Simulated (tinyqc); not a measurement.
Inside a calculation: deep level with several charge states, and Shockley-Read-Hall recombination. Values are carried at full precision from step to step, so a last printed digit may differ when a step is redone from the rounded ones.

Energies from Ev. The defect has charge states +1, 0, -1 with weights 1, gm exp((EF - E1)/kT), exp((2 EF - E1 - E2)/kT); the shares are the weights over their sum. Boltzmann carriers: n = Nc exp((EF - Eg)/kT), p = Nv exp(-EF/kT). Neutrality: p - n + Nd + Nt <q> = 0.

Constants: kB = 8.617333262e-05 eV/K.

Inputs chosen for the exercise (gap and densities of states near those of Ge at this temperature; not measured data): Eg = 0.659 eV (gap); Nc = 1.24e+19 1/cm^3 (conduction-band density of states); Nv = 6.37e+18 1/cm^3 (valence-band density of states); T = 350 K; E1 = 0.476 eV (level (+1/0) above Ev); E2 = 0.35 eV (level (0/-1) above Ev); gm = 2 (degeneracy of the middle state, the others 1); Nt = 1.9e+16 1/cm^3 (defects); Nd = -1.3e+16 1/cm^3 (ionised shallow donors minus acceptors); E_try = 0.235 eV (trial Fermi level); Et = 0.476 eV (recombination level above Ev); sn = 1.9e-15 cm^2 (electron capture cross-section); sp_ = 3.6e-15 cm^2 (hole capture cross-section); vth = 17000000 cm/s (thermal velocity, both carriers); Nm = 1.9e+17 1/cm^3 (equilibrium holes for the lifetime steps); dn = 2.1e+16 1/cm^3 (excess pairs).

## Charge states at a trial Fermi level

Form the exponents, the shares, the mean charge and the residual of neutrality at EF = E_try.

exponents of the second and third weights: -7.991  -11.803

shares: +1 0.9993, 0 0.0007, -1 0.0000

<q> = 0.9993

n, p (1/cm^3): 9.73e+12  2.63e+15

residual = 8.61e+15 1/cm^3

The residual is positive, so EF must rise.

## The neutral state

Solve for EF.

EF = 0.3798 eV

shares at EF: +1 0.838, 0 0.069, -1 0.093

n = 1.18e+15 1/cm^3
p = 2.16e+13 1/cm^3

Without the defects the majority density would be 1.30e+16 1/cm^3; with them the density of these carriers is 2.16e+13, below that of the other kind: the type has inverted, so the defects more than cancel the doping. Most defects are in the state +1. The level order is inverted (negative U), so the middle state is never the most common.

## Recombination through one level

One level at Et with degeneracy 1: tn = 1/(sn vth Nt), tp = 1/(sp_ vth Nt), n1 = Nc exp((Et - Eg)/kT), p1 = Nv exp(-Et/kT), ni^2 = n1 p1. Equilibrium p0 = Nm, n0 = ni^2/Nm; n = n0 + dn, p = p0 + dn. U = (n p - ni^2)/(tp (n + n1) + tn (p + p1)), lifetime dn/U; emission rates en = sn vth n1, ep = sp_ vth p1.

Evaluate each quantity.

tn, tp (microsecond): 0.001629  0.0008600

n1, p1 (1/cm^3): 2.87e+16  8.91e+11

U = 1.15e+25 1/(cm^3 s)
lifetime = 0.00183 microsecond

The lifetime is 1.124 times the minority capture time tn and 0.736 times tn + tp, the limit of high injection.

## Emission and generation in a depleted region

With n = p = 0 the level generates pairs at G = Nt en ep/(en + ep); generation lifetime tg = ni/G; current density e G W for a width W = 1 micrometre, e = 1.602176634e-19 C.

en, ep (1/s): 9.28e+08  5.45e+04

G = 1.04e+21 1/(cm^3 s)
tg = 0.154 microsecond
current density = 0.0166 A/cm^2

The slower step, hole emission, limits the rate: en/ep = 1.7e+04.

## Checks

- U against hole capture minus emission at the steady occupation of the level (1/(cm^3 s)): both 1.146e+25.

(tinyqc, `OMP_NUM_THREADS=1 python tinyqc.py 1680655 1680656 out.jsonl`, Intel(R) Xeon(R) Processor @ 2.30GHz, 1 thread, shared host, about 0.01 s.)
